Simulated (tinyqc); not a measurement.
Inside a calculation. Method: plane-wave Kohn-Sham cycle with exchange-only LDA in a layered model solid. Computed by tinyqc, a small Python program that keeps every step. Settings: points = 16, plane-wave index or count = 3, electrons = 2, k points = 4, area = 35.0, mixing = 0.8, iteration cap = 66, Kerker q0 = 0.89. Command: `OMP_NUM_THREADS=1 python tinyqc.py 28325 28326 out.jsonl` (the two numbers bound the seeds that draw the settings). One thread of a shared host (Intel(R) Xeon(R) Processor @ 2.60GHz), about 0.03 s of CPU time with the checks. Later iterations appear only in the table of the cycle.

## Iteration 1: potential

A solid whose potential varies along x alone (atomic units):
```
parameter                      value
period a                   10.200000
cross-section of the cell  35.000000
electrons per cell                 2
grid points                       16
plane waves -n..n, n               3
k points                           4
V1 in V1 cos(2 pi x/a)     -0.390000
V2 in V2 cos(4 pi x/a)     -0.040000
```

density at the start, on the grid x_j = j a/N (e/bohr^3): 0.00560224  0.00560224  0.00560224  0.00560224  0.00560224  0.00560224  0.00560224  0.00560224  0.00560224  0.00560224  0.00560224  0.00560224  0.00560224  0.00560224  0.00560224  0.00560224

V_H(G) = 4 pi rho(G)/G^2 for G != 0 (uniform background); v_x = -(3 rho/pi)^(1/3); V = V_ext + V_H + v_x; Fourier components f(G_m) = (1/N) sum_j f(x_j) exp(-i G_m x_j).

Potentials on the grid (hartree):
```
x             V_ext       V_H        v_x          V
0.000000  -0.430000  0.000000  -0.174895  -0.604895
0.637500  -0.388597  0.000000  -0.174895  -0.563492
1.275000  -0.275772  0.000000  -0.174895  -0.450667
1.912500  -0.120962  0.000000  -0.174895  -0.295857
2.550000   0.040000  0.000000  -0.174895  -0.134895
3.187500   0.177531  0.000000  -0.174895   0.002636
3.825000   0.275772  0.000000  -0.174895   0.100877
4.462500   0.332029  0.000000  -0.174895   0.157134
5.100000   0.350000  0.000000  -0.174895   0.175105
5.737500   0.332029  0.000000  -0.174895   0.157134
6.375000   0.275772  0.000000  -0.174895   0.100877
7.012500   0.177531  0.000000  -0.174895   0.002636
7.650000   0.040000  0.000000  -0.174895  -0.134895
8.287500  -0.120962  0.000000  -0.174895  -0.295857
8.925000  -0.275772  0.000000  -0.174895  -0.450667
9.562500  -0.388597  0.000000  -0.174895  -0.563492
```

V(G_m), m = 0, 1, 2, ... (hartree): -0.174895  -0.195000  -0.020000  0.000000  0.000000  0.000000  0.000000

## Iteration 1: Hamiltonian at one k

k = 0.125000 2 pi / a

H(m,m') = (k + G_m)^2/2 delta + V(G_m - G_m'), with V(-G) = V(G).

H (hartree), lower triangle:
```
           -3         -2         -1         +0         +1         +2        +3
-3   1.393318
-2  -0.195000   0.492114
-1  -0.020000  -0.195000  -0.029635
+0   0.000000  -0.020000  -0.195000  -0.171931
+1   0.000000   0.000000  -0.020000  -0.195000   0.065228
+2   0.000000   0.000000   0.000000  -0.020000  -0.195000   0.681841
+3   0.000000   0.000000   0.000000   0.000000  -0.020000  -0.195000  1.677909
```

## Iteration 1: levels at that k

Diagonalise the Hermitian matrix.

eigenvalues (hartree): -0.399537  -0.035020  0.163797  0.524284  0.706443  1.433983  1.714894

## Iteration 1: new density

Motion across x is left out: the lowest 1 band(s) hold two electrons at each of the k points (j + 1/2)/nk - 1/2. Residual R = rho(out) - rho(in); rho(new) = rho(in) + 0.8 R, with R(G) scaled by G^2/(G^2 + 0.89^2) (Kerker). rho(out) = 2/(a A nk) sum |psi|^2 with psi = sum c exp(i G x). Harris energy E = band energy - dV sum rho (V_H/2 + v_x) + (3/4) dV sum rho v_x with rho(in), dV = a A/N, band energy = (2/nk) sum of the filled levels.

rho(out) (e/bohr^3): 0.01993707  0.01696430  0.01051139  0.00485201  0.00176053  0.00054892  0.00015906  0.00004373  0.00001890  0.00004373  0.00015906  0.00054892  0.00176053  0.00485201  0.01051139  0.01696430

density after iteration 1 (e/bohr^3): 0.01105016  0.00950484  0.00638818  0.00418698  0.00363079  0.00396757  0.00443838  0.00474957  0.00485306  0.00474957  0.00443838  0.00396757  0.00363079  0.00418698  0.00638818  0.00950484

energy per cell = -0.71106304 hartree

## Iteration 2: potential

As before.

Potentials on the grid (hartree):
```
x             V_ext        V_H        v_x          V
0.000000  -0.430000   0.095504  -0.219338  -0.553834
0.637500  -0.388597   0.082290  -0.208596  -0.514903
1.275000  -0.275772   0.049837  -0.182719  -0.408653
1.912500  -0.120962   0.012931  -0.158717  -0.266749
2.550000   0.040000  -0.017482  -0.151353  -0.128834
3.187500   0.177531  -0.038202  -0.155895  -0.016566
3.825000   0.275772  -0.050619  -0.161832   0.063320
4.462500   0.332029  -0.057020  -0.165529   0.109480
5.100000   0.350000  -0.058977  -0.166723   0.124300
5.737500   0.332029  -0.057020  -0.165529   0.109480
6.375000   0.275772  -0.050619  -0.161832   0.063320
7.012500   0.177531  -0.038202  -0.155895  -0.016566
7.650000   0.040000  -0.017482  -0.151353  -0.128834
8.287500  -0.120962   0.012931  -0.158717  -0.266749
8.925000  -0.275772   0.049837  -0.182719  -0.408653
9.562500  -0.388597   0.082290  -0.208596  -0.514903
```

V(G_m), m = 0, 1, 2, ... (hartree): -0.172209  -0.168175  -0.021534  -0.001642  0.000217  0.000309  0.000051

## Iteration 2: Hamiltonian at one k

k = 0.125000 2 pi / a

As before.

H (hartree), lower triangle:
```
           -3         -2         -1         +0         +1         +2        +3
-3   1.396004
-2  -0.168175   0.494800
-1  -0.021534  -0.168175  -0.026949
+0  -0.001642  -0.021534  -0.168175  -0.169244
+1   0.000217  -0.001642  -0.021534  -0.168175   0.067914
+2   0.000309   0.000217  -0.001642  -0.021534  -0.168175   0.684528
+3   0.000051   0.000309   0.000217  -0.001642  -0.021534  -0.168175  1.680595
```

## Iteration 2: levels at that k

As before.

eigenvalues (hartree): -0.357432  -0.016233  0.145373  0.518495  0.702780  1.426419  1.708246

## Iteration 2: new density

As before.

rho(out) (e/bohr^3): 0.01938687  0.01660901  0.01052119  0.00506423  0.00196348  0.00066887  0.00021444  0.00006685  0.00003282  0.00006685  0.00021444  0.00066887  0.00196348  0.00506423  0.01052119  0.01660901

density after iteration 2 (e/bohr^3): 0.01381827  0.01171689  0.00734610  0.00397430  0.00276254  0.00290746  0.00341612  0.00381032  0.00395013  0.00381032  0.00341612  0.00290746  0.00276254  0.00397430  0.00734610  0.01171689

energy per cell = -0.64209153 hartree

## Convergence

Stop when sqrt(dV sum R^2) is below 1e-8, dV = a A/N.

Course of the cycle:
```
iteration  E (hartree)  norm of the residual
1          -0.71106304              1.29e-01
2          -0.64209153              8.66e-02
3          -0.60507719              6.01e-02
4          -0.58723455              4.23e-02
5          -0.57905428              2.98e-02
6          -0.57547887              2.11e-02
7          -0.57400438              1.48e-02
8          -0.57344499              1.05e-02
9          -0.57326187              7.37e-03
10         -0.57322102              5.20e-03
11         -0.57322647              3.67e-03
...                ...                   ...
40         -0.57328089              2.45e-07
41         -0.57328089              1.76e-07
42         -0.57328089              1.27e-07
43         -0.57328089              9.12e-08
44         -0.57328089              6.57e-08
45         -0.57328089              4.73e-08
46         -0.57328089              3.40e-08
47         -0.57328089              2.45e-08
48         -0.57328089              1.76e-08
49         -0.57328089              1.27e-08
50         -0.57328089              9.13e-09
```

Converged in 50 iterations. Before convergence this energy mixes input and output and is not variational, so it may rise towards its limit.
